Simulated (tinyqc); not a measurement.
Vibrations of a mass or spring defect in a linear chain: one step, computed by the program tinyqc.

A ring of N atoms with nearest-neighbour springs k and motion along the chain. Atom 1 is the defect, of mass M', and its two springs are k'. Odd sites are A (the defect replaces an A atom), even sites B.

Problem. Frequencies of the ring. Diagonalise D and leave out the zero eigenvalue of the uniform shift. nu = 15.6333042 THz x sqrt(lambda), lambda in eV/(angstrom^2 u).

Host: diatomic.

D (eV/(angstrom^2 u)):
```
[[0.310069, -0.296014, 0.000000, 0.000000, 0.000000, 0.000000, 0.000000, 0.000000, 0.000000, 0.000000, 0.000000, -0.296014],
 [-0.296014, 1.160127, -0.403200, 0.000000, 0.000000, 0.000000, 0.000000, 0.000000, 0.000000, 0.000000, 0.000000, 0.000000],
 [0.000000, -0.403200, 0.546512, -0.403200, 0.000000, 0.000000, 0.000000, 0.000000, 0.000000, 0.000000, 0.000000, 0.000000],
 [0.000000, 0.000000, -0.403200, 1.189873, -0.403200, 0.000000, 0.000000, 0.000000, 0.000000, 0.000000, 0.000000, 0.000000],
 [0.000000, 0.000000, 0.000000, -0.403200, 0.546512, -0.403200, 0.000000, 0.000000, 0.000000, 0.000000, 0.000000, 0.000000],
 [0.000000, 0.000000, 0.000000, 0.000000, -0.403200, 1.189873, -0.403200, 0.000000, 0.000000, 0.000000, 0.000000, 0.000000],
 [0.000000, 0.000000, 0.000000, 0.000000, 0.000000, -0.403200, 0.546512, -0.403200, 0.000000, 0.000000, 0.000000, 0.000000],
 [0.000000, 0.000000, 0.000000, 0.000000, 0.000000, 0.000000, -0.403200, 1.189873, -0.403200, 0.000000, 0.000000, 0.000000],
 [0.000000, 0.000000, 0.000000, 0.000000, 0.000000, 0.000000, 0.000000, -0.403200, 0.546512, -0.403200, 0.000000, 0.000000],
 [0.000000, 0.000000, 0.000000, 0.000000, 0.000000, 0.000000, 0.000000, 0.000000, -0.403200, 1.189873, -0.403200, 0.000000],
 [0.000000, 0.000000, 0.000000, 0.000000, 0.000000, 0.000000, 0.000000, 0.000000, 0.000000, -0.403200, 0.546512, -0.403200],
 [-0.296014, 0.000000, 0.000000, 0.000000, 0.000000, 0.000000, 0.000000, 0.000000, 0.000000, 0.000000, -0.403200, 1.160127]]
```

Constants: nu for 1 eV/(angstrom^2 u) = 15.6333042 THz.

Give: nonzero frequencies.

Solution.

nonzero frequencies (THz): [4.56, 4.89, 8.56, 9.24, 11.17, 16.98, 17.97, 18.31, 19.51, 19.98, 20.47]
